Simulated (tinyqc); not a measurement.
# Square on-chip spiral inductor, lumped pi model: effect of the metal thickness

Outer diameter do = di + 2 n wd + 2 (n - 1) sp, mean da = (do + di)/2, fill p = (do - di)/(do + di), length l = 4 n da. L = 2.34 mu0 n^2 da/(1 + 2.75 p), mu0 = 4 pi 1e-7 H/m. Rs = rho l/(wd delta (1 - exp(-th/delta))), delta = sqrt(rho/(pi f mu0)). Cs = n wd^2 eps0 eo/hu across the coil. At each end Cox = l wd eps0 eo/(2 ho) leads to the substrate branch Rsi = 2 rs he/(l wd) in parallel with Csi = l wd eps0 11.7/(2 he). With one end grounded Y = 1/(Rs + i w L) + i w Cs + 1/[1/(i w Cox) + 1/(1/Rsi + i w Csi)], w = 2 pi f; Q = -Im Y/Re Y. Eddy currents in neighbouring turns and in the substrate are left out.

Peak Q and its frequency from a search over f; self-resonance where Im Y = 0; Q at the given f (negative beyond resonance).

Inputs (values chosen for the exercise); values of the order met in silicon radio-frequency processes:
- n = 5.5 (number of turns)
- wd = 20 um (line width)
- sp = 2 um (space between turns)
- di = 60 um (inner diameter)
- rho = 1.9 uohm cm (metal resistivity)
- ho = 6.5 um (oxide below the coil)
- hu = 1.4 um (oxide between coil and underpass)
- eo = 3 (relative permittivity of the oxide)
- rs = 10 ohm cm (substrate resistivity)
- he = 50 um (effective spreading depth in the substrate)
- f = 4.4 GHz (frequency)

Constants: eps0 = 8.8541878128e-12 F/m. Results are converted to the units shown.

The same in every row: L (nH) = 5.630; do (um) = 298.0.

Result of one run:
```
th (um),peak Q,f of the peak (GHz),self-resonance (GHz),Q at f
0.5,5.355,1.851,5.555,1.106
```

What becomes of these results when the metal thickness th is changed from 0.5 to 4 um, all else the same?

Result of the changed run:
```
th (um),peak Q,f of the peak (GHz),self-resonance (GHz),Q at f
4,16.04,1.245,5.562,1.280
```

The whole series:
```
th (um),peak Q,f of the peak (GHz),self-resonance (GHz),Q at f
0.5,5.355,1.851,5.555,1.106
0.9,7.985,1.649,5.560,1.198
1.5,10.77,1.491,5.562,1.246
2,12.44,1.410,5.562,1.262
3,14.69,1.308,5.562,1.276
4,16.04,1.245,5.562,1.280
6,17.40,1.173,5.562,1.283
9,18.05,1.127,5.562,1.283
```

As th goes from 0.5 to 9, L stays at 5.63 nH, the peak Q rises from 5.35 to 18.1, its frequency falls from 1.85 to 1.13 GHz and the self-resonance stays near 5.56 GHz. Once th exceeds a few skin depths Rs no longer falls.

Numbers from tinyqc (`OMP_NUM_THREADS=1 python tinyqc.py 2302196 2302197 out.jsonl`; about 0.01 s on one thread of a shared Intel Xeon 2.30GHz).
